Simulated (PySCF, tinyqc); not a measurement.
Inside a calculation. Method: MP2 on RHF in the sto-6g basis, for H4, spin multiplicity 1. The lowest restricted solution is unstable here: a spin-polarised one lies 0.0288 hartree lower (PySCF). One step of it, computed by the program tinyqc.

Task: Orthogonalisation. S = U s U^T; canonical form X = U s^(-1/2), so that X^T S X = 1. Each column of U has its largest component positive (the first on a tie).

overlap S, order 1H 1s, 2H 1s, 3H 1s, 4H 1s:
$$\begin{pmatrix}
1.000000 & 0.370583 & 0.061039 & 0.006552 \\
0.370583 & 1.000000 & 0.400146 & 0.061039 \\
0.061039 & 0.400146 & 1.000000 & 0.370583 \\
0.006552 & 0.061039 & 0.370583 & 1.000000
\end{pmatrix}$$

Give: eigenvalues of S; X.

Result:

eigenvalues of S: [0.4298, 0.7290, 1.1635, 1.6777]

X, order 1H 1s, 2H 1s, 3H 1s, 4H 1s:
$$\begin{pmatrix}
-0.5192 & 0.6966 & 0.5746 & 0.2953 \\
0.9453 & -0.4480 & 0.3156 & 0.4592 \\
-0.9453 & -0.4480 & -0.3156 & 0.4592 \\
0.5192 & 0.6966 & -0.5746 & 0.2953
\end{pmatrix}$$
